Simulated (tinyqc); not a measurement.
Inside a calculation. Model: octagonal on-chip spiral inductor, lumped pi model.

Computed by the program tinyqc: `OMP_NUM_THREADS=1 python tinyqc.py 2302189 2302190 out.jsonl`, one thread of a shared Intel Xeon 2.30GHz, about 0.01 s for the whole run. Printed values are rounded.

Outer diameter do = di + 2 n wd + 2 (n - 1) sp, mean da = (do + di)/2, fill p = (do - di)/(do + di), length l = 3.314 n da. L = 2.25 mu0 n^2 da/(1 + 3.55 p), mu0 = 4 pi 1e-7 H/m. Rs = rho l/(wd delta (1 - exp(-th/delta))), delta = sqrt(rho/(pi f mu0)). Cs = n wd^2 eps0 eo/hu across the coil. At each end Cox = l wd eps0 eo/(2 ho) leads to the substrate branch Rsi = 2 rs he/(l wd) in parallel with Csi = l wd eps0 11.7/(2 he). With one end grounded Y = 1/(Rs + i w L) + i w Cs + 1/[1/(i w Cox) + 1/(1/Rsi + i w Csi)], w = 2 pi f; Q = -Im Y/Re Y. Eddy currents in neighbouring turns and in the substrate are left out.

Inputs (values chosen for the exercise); values of the order met in silicon radio-frequency processes:

| symbol | value | unit | meaning |
|---|---|---|---|
| n | 3.5 |  | number of turns |
| wd | 10 | um | line width |
| sp | 3 | um | space between turns |
| di | 40 | um | inner diameter |
| th | 3 | um | metal thickness |
| rho | 3 | uohm cm | metal resistivity |
| ho | 9.4 | um | oxide below the coil |
| hu | 1.5 | um | oxide between coil and underpass |
| eo | 4.1 |  | relative permittivity of the oxide |
| rs | 10 | ohm cm | substrate resistivity |
| he | 80 | um | effective spreading depth in the substrate |
| f | 6.6 | GHz | frequency |

Constants: eps0 = 8.8541878128e-12 F/m. Results are converted to the units shown.

## Geometry and model elements

do, l, L, delta, Rs, Cs, Cox, Rsi and Csi as defined.

do = 125 um
l = 956.918 um
L = 1.01014 nH
delta = 1.07302 um
Rs = 2.84938 ohm
Cs = 8.47051 fF
Cox = 18.4778 fF
Rsi = 1672.04 ohm
Csi = 6.19568 fF

Rs is 2.98 times the direct-current value in this empirical form, which overstates the skin effect of a flat slab when delta is near th and so stands in for some current crowding.

## Admittance, quality factor and apparent inductance

Series branch 1/(Rs + i w L), substrate branch, total Y, Q = -Im Y/Re Y, apparent inductance Im(1/Y)/w, metal-only value w L/Rs, share of the loss in the substrate Re(substrate branch)/Re Y.

series branch = 1.6163-23.7623i mS
substrate branch = 0.250005+0.338546i mS
Y = 1.8664-23.0725i mS
Q = 12.3624
apparent inductance = 1.03836 nH
w L/Rs = 14.7013
share of the loss in the substrate = 13.3954 %

Q is 84.1 % of the metal-only value.
